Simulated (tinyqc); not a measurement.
Undoped symmetric double-gate MOSFET, analytic potential model: one step of the calculation.

An undoped body of thickness ts between two equal insulators and tied gates; long channel, electrons only, n = ni exp((psi - V)/Vt) with V the quasi-Fermi potential (0 at the source, Vd at the drain), constant mobility, no quantisation. Across the body psi(x) = V - 2 Vt ln[(ts/(2 beta)) sqrt(q ni/(2 eps0 eps_r Vt)) cos(2 beta x/ts)], x from the centre. Q is the electron charge per area of the whole body.

Question. Constants of the body. ni = sqrt(Nc Nv) exp(-Eg/(2 Vt)), Eg in volts; r = eps_r tox/(eox ts); V0 = dphi + 2 Vt ln[(2/ts) sqrt(2 eps0 eps_r Vt/(q ni))].

Parameters, values chosen for the exercise; material values close to those of gallium arsenide: temperature T = 400 K; band gap Eg = 1.42 eV; relative permittivity of the semiconductor eps_r = 12.8; conduction-band density of states at T Nc = 6.79e17 cm^-3; valence-band density of states at T Nv = 1.38e19 cm^-3; relative permittivity of the gate insulator eox = 7.58; insulator thickness tox = 2.5 nm; body thickness ts = 6 nm; gate work function less that of the intrinsic body dphi = 0.17 V.

Constants: q = 1.602176634e-19 C, kB = 1.380649e-23 J/K, Vt = kB T/q, eps0 = 8.8541878128e-14 F/cm where lengths are in cm. Results are converted to the units shown.

Find: ni; r; V0.

Answer.

ni = 3.4695e9 cm^-3
r = 0.70361
V0 = 0.89968 V

Numbers from tinyqc (`OMP_NUM_THREADS=1 python tinyqc.py 2440040 2440041 out.jsonl`; about 0.01 s on one thread of a shared Intel Xeon 2.30GHz).
